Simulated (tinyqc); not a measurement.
# Quantum-well laser, gain and threshold: effect of the front reflectance

One electron and one heavy-hole subband per well, parabolic, with equal sheet densities n of electrons and holes; k-conserving transitions, TE polarisation, no line broadening, so the gain starts as a step at E0 and peaks there. All wells are pumped alike.

Nc = me kB T/(pi hbar^2), Nv = mh kB T/(pi hbar^2), mr = me mh/(me + mh) in m0, g0(E) = q^2 Ep mr/(4 nr eps0 c hbar E Lw) (squared momentum element m0 Ep/4, joint density of states mr/(pi hbar^2 Lw) for both spins). Peak gain g(n) = g0(E0)[1 - exp(-n/Nc) - exp(-n/Nv)]. Mirror loss am = ln(1/(R1 R2))/(2 Lc); threshold gain gth = (ai + am)/(Nw Gw). nth solves g(n) = gth and ntr solves g(n) = 0. Jth = q Nw (A n + B n^2 + C n^3)/eta at n = nth, Ith = Jth Wd Lc; differential efficiency of both facets eta am/(ai + am).

Parameters, values chosen for the exercise; well values close to those of InGaN:

| symbol | value | unit | meaning |
|---|---|---|---|
| T | 325 | K | temperature |
| E0 | 3.04 | eV | lowest transition energy |
| me | 0.197 | m0 | in-plane electron mass |
| mh | 1.03 | m0 | in-plane hole mass |
| Ep | 16.5 | eV | Kane energy |
| nr | 2.56 |  | refractive index |
| Lw | 6 | nm | well width |
| Nw | 5 |  | number of wells |
| Gw | 0.027 |  | optical confinement per well |
| ai | 20 | 1/cm | internal loss |
| Lc | 750 | um | cavity length |
| R2 | 0.3 |  | back reflectance |
| A | 5.1e7 | 1/s | defect recombination coefficient |
| B | 0.00027 | cm^2/s | radiative coefficient per well |
| C | 6.5e-18 | cm^4/s | Auger coefficient per well |
| eta | 0.71 |  | injection efficiency |
| Wd | 3 | um | stripe width |

Constants: q = 1.602176634e-19 C, kB = 1.380649e-23 J/K, eps0 = 8.8541878128e-12 F/m, hbar = 1.054571817e-34 J s, m0 = 9.1093837015e-31 kg, c = 299792458 m/s. Results are converted to the units shown.

The same in every row: ntr (cm^-2) = 3.296e12.

Effect of the front reflectance:
```
R1    gth (1/cm)  nth (cm^-2)  Jth (A/cm^2)  Ith (mA)  differential efficiency
0.01       435.0     3.496e12          4238     95.37                   0.4682
0.03       380.8     3.471e12          4176     93.95                   0.4338
0.05       355.5     3.459e12          4147     93.30                   0.4142
0.1        321.3     3.443e12          4108     92.43                   0.3826
0.2        287.1     3.427e12          4070     91.57                   0.3436
0.32       263.9     3.416e12          4044     90.98                   0.3114
0.5        241.8     3.406e12          4019     90.43                   0.2751
0.8        218.6     3.395e12          3994     89.86                   0.2289
```

What does the table show?

As R1 goes from 0.01 to 0.8, gth falls from 435 to 219 1/cm, Jth falls from 4240 to 3990 A/cm^2 and Ith falls from 95.4 to 89.9 mA.

Range of the model: The second hole subband, left out here, lies within about 2 Vt of the first in a well this wide. Polarisation fields, which separate electrons and holes in nitride wells and lower the gain, are left out.

Program tinyqc, `OMP_NUM_THREADS=1 python tinyqc.py 2840011 2840012 out.jsonl`; Intel Xeon 2.30GHz, shared host, one thread, about 0.01 s.
